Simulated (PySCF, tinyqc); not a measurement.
Worked calculation: G0W0 on RHF in the sto-6g basis, for H3+, spin multiplicity 1. The lowest restricted solution is unstable here: a spin-polarised one lies 0.0096 hartree lower (PySCF). One step of it, computed by the program tinyqc.

Task: G0W0 on Hartree-Fock: LUMO. W(p,q,m) = sqrt2 sum_ia (pq|ia) (X+Y)_ia,m; Sigma_c(x) = sum_(i,m) W^2/(x - e_i + w_m) + sum_(a,m) W^2/(x - e_a - w_m); solve x = e_p + Sigma_c(x) by Newton steps; Z = 1/(1 - dSigma/dx); 1 hartree = 27.211386 eV.

orbital energies (hartree): MO1 -0.847923, MO2 -0.339127, MO3 0.089242

Two-electron integrals over orbitals (pq|rs), unique and non-zero (hartree):
```
(11|11) 0.524872    (21|21) 0.148047    (22|11) 0.442258    (22|22) 0.506281
(31|11) 0.090546    (31|22) -0.053244   (31|31) 0.144354    (32|21) -0.146438
(32|32) 0.161920    (33|11) 0.531534    (33|22) 0.469250    (33|31) 0.079186
(33|33) 0.563365
```

excitation energies w (hartree): 0.748449  1.191390

X + Y:
```
            1         2
1>2  0.824500  0.000000
1>3  0.000000  0.886913
```

Give: The 12 largest terms at x = e_p; Newton steps; quasiparticle energy of the LUMO; Hartree-Fock value.

Result:

The 12 largest terms at x = e_p (hartree; W for the signs of X + Y given):
```
q  m        W     term
3  1  -0.1707  -0.0248
1  1   0.1726   0.0237
2  2  -0.0668  -0.0037
```

Newton steps (hartree):
```
step        x  Sigma_c(x)       Z
0     -0.3391     -0.0048  0.9587
1     -0.3437     -0.0046  0.9588
2     -0.3437     -0.0046  0.9588
```

quasiparticle energy of the LUMO = -9.3538 eV

Hartree-Fock value = -9.2281 eV
